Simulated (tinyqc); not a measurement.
Long-channel MOSFET, surface-potential model: two steps of the calculation.

n-channel transistor on a uniformly doped p-type body, gradual-channel approximation, constant mobility, Boltzmann statistics, full ionisation. Potentials are counted from the neutral body; V is the electron quasi-Fermi potential, Vsb at the source and Vsb + Vds at the drain. Charges are magnitudes per area.

Parameters, values chosen for the exercise; material values close to those of silicon:
- T = 400 K (temperature)
- Vfb = -0.91 V (flat-band voltage)
- mu = 250 cm^2/(V s) (channel mobility)
- W = 10 um (gate width)
- L = 1 um (gate length)
- Vsb = 0 V (source-body reverse bias)
- Vgs = 0.2 V (gate-source voltage)
- Vds = 1.2 V (drain-source voltage)

Constants: q = 1.602176634e-19 C, kB = 1.380649e-23 J/K, Vt = kB T/q. Results are converted to the units shown.

Task 1. Inversion charge along the channel. The surface potential psi at channel potential V solves Vgs + Vsb - Vfb - psi = gamma sqrt(G), G = psi - Vt + Vt exp((psi - 2 phiF - V)/Vt). Charge sheet: Qi = Cox gamma [sqrt(G) - sqrt(psi - Vt)]. Pao-Sah: Qi = (Cox gamma/2) integral from 3 Vt to psi of exp((u - 2 phiF - V)/Vt)/sqrt(G(u, V)) du.

V, point 0 to 10 (V): [0, 0.12, 0.24, 0.36, 0.48, 0.6, 0.72, 0.84, 0.96, 1.08, 1.2]
phiF = 0.39387925 V
Cox = 0.91250218 uF/cm^2
gamma = 0.39766414 V^0.5

Wanted: psi; Qi, charge sheet; Qi, Pao-Sah.

Result 1.

psi, point 0 to 10 (V): [0.7657, 0.7690, 0.7691, 0.7691, 0.7691, 0.7691, 0.7691, 0.7691, 0.7691, 0.7691, 0.7691]
Qi, charge sheet, point 0 to 10 (nC/cm^2): [3.837, 0.1304, 0.004025, 1.238e-4, 3.810e-6, 1.172e-7, 3.606e-9, 1.109e-10, 3.413e-12, 1.050e-13, 3.231e-15]
Qi, Pao-Sah, point 0 to 10 (nC/cm^2): [3.934, 0.1337, 0.004127, 1.270e-4, 3.906e-6, 1.202e-7, 3.697e-9, 1.138e-10, 3.500e-12, 1.077e-13, 3.313e-15]

At the source the charge-sheet charge is 2.5 % below the Pao-Sah one.

Task 2. Pao-Sah current by Simpson's rule. I = mu (W/L) integral of Qi dV; Simpson's rule on the 11 points, step Vds/10, weights 1, 4, 2, ..., 4, 1 times step/3.

Qi, Pao-Sah, point 0 to 10 (nC/cm^2): [3.9342542, 0.13367410, 0.0041265212, 1.2696851e-4, 3.9062853e-6, 1.2017954e-7, 3.6974056e-9, 1.1375320e-10, 3.4996949e-12, 1.0767050e-13, 3.3125563e-15]

Find: Pao-Sah current.

Result 2.

Pao-Sah current = 0.4478 uA

Gauss-Legendre quadrature on many points gives 0.3564 uA, so this value is 26 % above it; the charge-sheet current, 0.3470 uA, is 2.7 % below it.

Computed by the program tinyqc: `OMP_NUM_THREADS=1 python tinyqc.py 2360117 2360118 out.jsonl`, one thread of a shared Intel Xeon 2.30GHz, about 0.05 s for the whole run.
